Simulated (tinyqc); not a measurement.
The window of frequencies: the 3-omega method: a line heater on a substrate with a thin film. Computed by tinyqc, a small Python program. Command: `OMP_NUM_THREADS=1 python tinyqc.py 3014893 3014894 out.jsonl threeomega walk`. One thread of a shared host (Intel(R) Xeon(R) Processor @ 2.30GHz), about 0.01 s of CPU time with the checks.

A current at angular frequency omega = 2 pi f heats the line at 2 omega with the amplitude P per length; the temperature swing Delta T at 2 omega gives a voltage at 3 omega. The substrate is taken as semi-infinite and isotropic, and the heat capacity of heater and film is left out.

Inputs (values chosen for the exercise, modelled on hafnia on silica): substrate conductivity kappa = 1.34 W/(m K); substrate heat capacity C = 1.66 1e6 J/(m^3 K); heater half-width b = 2.4 micrometre; power amplitude per length P = 5.8 W/m; current frequency f = 930 Hz; substrate thickness d_s = 300 micrometre.

Method:
- D = kappa/C; q = sqrt(2 i omega/D); penetration depth 1/|q| = sqrt(D/(2 omega)).
- Delta T_s = (P/(pi kappa)) int_0^infinity (sin x/x)^2 / sqrt(x^2 + (q b)^2) dx with (q b)^2 = i |q b|^2, averaged over the heater width (12 Gauss-Legendre points on each of the pieces 0, 14 log-spaced edges from 1e-5 to 1, and multiples of pi to 40 pi; the tail adds 1/(4 (40 pi)^2)).
- For |q| b much below 1: Delta T_s = (P/(pi kappa)) [-ln(|q| b) + eta - i pi/4], eta = 3/2 - C_E = 0.92278, with Euler's C_E = 0.5772157.
- The slope value uses each f and 2f: kappa = P ln 2/(2 pi [Delta T(f) - Delta T(2f)]).

diffusivity D = 0.807229 mm^2/s

Bare substrate; columns: (1) f (Hz); (2) penetration depth (micrometre); (3) |q| b; (4) in-phase (K); (5) out-of-phase (K); (6) narrow-line form (K); (7) kappa from the slope (W/(m K)):
```
(1)         (2)        (3)      (4)       (5)       (6)     (7)
0.11     764.18  0.0031406   9.2119   -1.0821    9.2119  1.3400
1.1      241.66  0.0099315   7.6257   -1.0820    7.6257  1.3400
11       76.418   0.031406   6.0396   -1.0811    6.0395  1.3405
56       33.869   0.070862   4.9192   -1.0779    4.9183  1.3425
220      17.088    0.14045   3.9793   -1.0686    3.9758  1.3498
1100     7.6418    0.31406   2.8843   -1.0329    2.8671  1.3878
4500     3.7782    0.63522   1.9628  -0.94406    1.8966  1.5251
22000    1.7088     1.4045   1.0672  -0.72302   0.80335  2.1539
110000  0.76418     3.1406  0.48763  -0.41743  -0.30536  4.4716
670000  0.30964     7.7510  0.19743  -0.18597   -1.5500  11.065
```

What does the comparison show, and why?

The slope gives kappa within 1 % up to |q| b = 0.14 (f = 220 Hz) among these rows. The penetration depth stays under d_s/5 = 60 micrometre from f = 56 Hz up, so a usable window lies between the two. At high f the flow turns one-dimensional: in-phase and out-of-phase parts become equal in size (ratio 0.94 in the last row) and fall as f^(-1/2) (exponent -0.50).
